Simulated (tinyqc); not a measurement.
# An infinitely deep well in a field (quantum-confined Stark shift), Airy functions: what changes with what

Hard walls at x = -L/2 and +L/2; between them U(x) = -F x (eV, zero at the centre). C = hbar^2/(2 m0), e = (C F^2/m1)^(1/3), z1 = (F L/2 - E)/e at the left wall and z2 = (-F L/2 - E)/e at the right wall. Levels are the roots of D(E) = Ai(z1) Bi(z2) - Ai(z2) Bi(z1).

Values chosen for this exercise: mass m1 = 0.087 m0; well width L = 19.2 nm; field F = 0.00039 V/nm.

Constants: q = 1.602176634e-19 C, hbar = 1.054571817e-34 J s, m0 = 9.1093837015e-31 kg, hbar^2/(2 m0) = 0.0380998212 eV nm^2. Results are converted to the units shown.

Each table varies one quantity; the others keep the values above.

## The Stark shift against well width

Exact shifts E_n(F) - E_n(0) from the roots of D; <x> = -dE_1/dF. E_n(0) = C (n pi/L)^2/m1; second-order shift m1 F^2 L^4 (1 - 15/(pi n)^2)/(48 C pi^2 n^2).

The Stark shift against well width:

| L (nm) | F L/E_1(0) | shift of level 1 (meV) | second order, 1 (meV) | shift of level 2 (meV) | second order, 2 (meV) | <x> of level 1 (nm) |
|---|---|---|---|---|---|---|
| 9 | 0.06578 | -0.002500 | -0.002500 | 7.456e-4 | 7.456e-4 | 0.01282 |
| 11.2 | 0.1268 | -0.005996 | -0.005997 | 0.001788 | 0.001788 | 0.03075 |
| 13.4 | 0.2171 | -0.01229 | -0.01229 | 0.003663 | 0.003664 | 0.06300 |
| 15.6 | 0.3426 | -0.02256 | -0.02257 | 0.006725 | 0.006730 | 0.1157 |
| 17.8 | 0.5089 | -0.03824 | -0.03826 | 0.01139 | 0.01141 | 0.1960 |
| 20 | 0.7219 | -0.06091 | -0.06098 | 0.01812 | 0.01818 | 0.3121 |
| 22.1 | 0.9740 | -0.09074 | -0.09091 | 0.02695 | 0.02711 | 0.4645 |
| 24.3 | 1.295 | -0.1324 | -0.1329 | 0.03920 | 0.03963 | 0.6770 |

What does the comparison show?

The shift of level 1 falls from -0.00250 to -0.132 meV, as L^(4.00) between the first two rows and L^(3.99) between the last two (second order: power 4). Second order is within 0.01 % of it in size in the first row and 0.33 % above it in the last. The shift of level 2 rises from 7.46e-4 to 0.0392 meV.

## The Stark shift against mass

Same model as above.

The Stark shift against mass:

| m1 (m0) | F L/E_1(0) | shift of level 1 (meV) | second order, 1 (meV) | shift of level 2 (meV) | second order, 2 (meV) | <x> of level 1 (nm) |
|---|---|---|---|---|---|---|
| 0.031 | 0.2276 | -0.01845 | -0.01845 | 0.005501 | 0.005503 | 0.09461 |
| 0.042 | 0.3083 | -0.02500 | -0.02500 | 0.007451 | 0.007456 | 0.1282 |
| 0.057 | 0.4184 | -0.03392 | -0.03393 | 0.01011 | 0.01012 | 0.1739 |
| 0.076 | 0.5579 | -0.04521 | -0.04524 | 0.01346 | 0.01349 | 0.2317 |
| 0.1 | 0.7341 | -0.05946 | -0.05953 | 0.01769 | 0.01775 | 0.3046 |
| 0.14 | 1.028 | -0.08317 | -0.08334 | 0.02468 | 0.02485 | 0.4256 |
| 0.18 | 1.321 | -0.1068 | -0.1072 | 0.03160 | 0.03195 | 0.5458 |
| 0.25 | 1.835 | -0.1478 | -0.1488 | 0.04344 | 0.04438 | 0.7533 |

The shift of level 1 falls from -0.0185 to -0.148 meV, as m1^(1.00) between the first two rows and m1^(0.99) between the last two (second order: power 1). Second order is 0.010 % above it in size in the first row and 0.66 % above it in the last. The shift of level 2 rises from 0.00550 to 0.0434 meV.

Computed by the program tinyqc: `OMP_NUM_THREADS=1 python tinyqc.py 2580013 2580014 out.jsonl`, one thread of a shared Intel Xeon 2.30GHz, about 0.02 s for the whole run.
